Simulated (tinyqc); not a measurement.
Where a level does most harm: Shockley-Read-Hall recombination through one deep level.

One level at Et with degeneracy 1: tn = 1/(sn vth Nt), tp = 1/(sp_ vth Nt), n1 = Nc exp((Et - Eg)/kT), p1 = Nv exp(-Et/kT), ni^2 = n1 p1. Equilibrium n0 = Nm, p0 = ni^2/Nm; n = n0 + dn, p = p0 + dn. U = (n p - ni^2)/(tp (n + n1) + tn (p + p1)), lifetime dn/U; emission rates en = sn vth n1, ep = sp_ vth p1.

Constants: kB = 8.617333262e-05 eV/K.

Values chosen for the exercise (gap and densities of states near those of SiC at this temperature; shifted at random, so the results belong to these values and not to a real crystal): Eg = 3.189 eV (gap); Nc = 3.38e+19 1/cm^3 (conduction-band density of states); Nv = 6.01e+19 1/cm^3 (valence-band density of states); T = 450 K; Nt = 3e+14 1/cm^3 (defects); sn = 2.3e-15 cm^2 (electron capture cross-section); sp_ = 2e-14 cm^2 (hole capture cross-section); vth = 16000000 cm/s (thermal velocity, both carriers); Nm = 7.5e+15 1/cm^3 (equilibrium electrons for the lifetime steps).

Et takes the values listed; G = Nt en ep/(en + ep) in a depleted region; the lifetime is for dn = 1e11 1/cm^3.

Results:
```
Et (eV)  lifetime (microsecond)  G (1/(cm^3 s))
0.191                      5.28        9.90e-08
0.446                    0.0178        7.11e-05
0.702                    0.0104          0.0523
0.957                    0.0104            37.5
1.212                    0.0104        2.69e+04
1.467                    0.0104        1.93e+07
1.722                    0.0104        2.93e+08
1.977                    0.0104        4.17e+05
2.232                    0.0104             581
2.487                    0.0104           0.809
2.743                    0.0109         0.00110
2.998                     0.351        1.53e-06
```

Generation peaks where en = ep, at Eg/2 + (kT/2) ln(sp_ Nv/(sn Nc)) = 1.648 eV; the largest value listed is at 1.722 eV, and G falls by a decade for each 0.089 eV away from the peak. The lifetime is within a factor 2 of its minimum, 0.0104 microsecond, from 0.446 to 2.743 eV: recombination tolerates a wide range of Et, generation a narrow one.

(tinyqc, `OMP_NUM_THREADS=1 python tinyqc.py 1680287 1680288 out.jsonl`, Intel(R) Xeon(R) Processor @ 2.30GHz, 1 thread, shared host, about 0.01 s.)
